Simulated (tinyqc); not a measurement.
Convergence with cell size: Koster-Slater impurity in a tight-binding band, by Green functions and by supercells. Computed by tinyqc, a small Python program. Command: `OMP_NUM_THREADS=1 python tinyqc.py 3013135 3013136 out.jsonl kosterslater walk`. One thread of a shared host (Intel(R) Xeon(R) Processor @ 2.30GHz), about 0.06 s of CPU time with the checks.

One orbital per site, e(k) = -2 t sum cos(k_i) over 3 direction(s), band from -6 t to 6 t, lattice constant 1. One site has the extra energy U. Spin is left out.

Inputs (values chosen for the exercise, for a model band): hopping t = 0.51 eV; impurity potential U = -2.42 eV.

Lattice: simple cubic.

Method:
- Outside the band G0(E) = (1/pi) int_0^pi dk (2/(pi z)) K(16 t^2/z^2), z = E + 2 t cos k, K the complete elliptic integral with parameter m; 200 Gauss-Legendre points.
- A bound state solves 1/U = G0(E).
- Bisection in ln(distance from the edge) between 1e-5 t and |U| + t. Weight on the impurity site: -1/(U^2 dG0/dE), by a central difference with step min(1e-4 t, distance/30). Decay length along an axis: 1/arccosh(1 + distance/(2 t)).
- In a periodic cell of N sites along each direction with Bloch vector K, the level solves 1/U = N^-d sum_k 1/(E - e(k)), k_i = (2 pi m_i + K_i)/N, m_i = 0..N-1; the outermost root on the side of U is taken (bisection). d is the number of directions. Gamma means K_i = 0, the zone corner K_i = pi, the quarter point K_i = pi/2.
- Even N; errors against the isolated level E_b, set to 0 below 1e-6 t.

level E_b = -3.19000 eV

decay length = 2.00135 sites

Error of the level (eV):

| N | sites | Gamma | corner | quarter point |
|---|---|---|---|---|
| 2 | 8 | -5.6690e-01 | 7.7000e-01 | 9.0767e-02 |
| 4 | 64 | -1.0541e-01 | 9.0767e-02 | 5.7601e-03 |
| 6 | 216 | -2.8346e-02 | 2.0541e-02 | 5.5808e-04 |
| 8 | 512 | -7.9882e-03 | 5.7601e-03 | 5.9413e-05 |
| 10 | 1000 | -2.2887e-03 | 1.7581e-03 | 6.5874e-06 |
| 12 | 1728 | -6.7624e-04 | 5.5808e-04 | 7.5122e-07 |

What follows from these numbers?

The error at Gamma falls exponentially, between the last two resolved rows by exp(-0.610) per site against 1/(decay length) = 0.500; the rest is the power-law prefactor of the Green function. Gamma and the corner err in opposite directions. Among the sizes listed an error below 1 meV is first reached at N = 12 at Gamma; at the quarter point N = 6 is enough.

Extremes, crossings and ranges named in words are read from the listed rows.
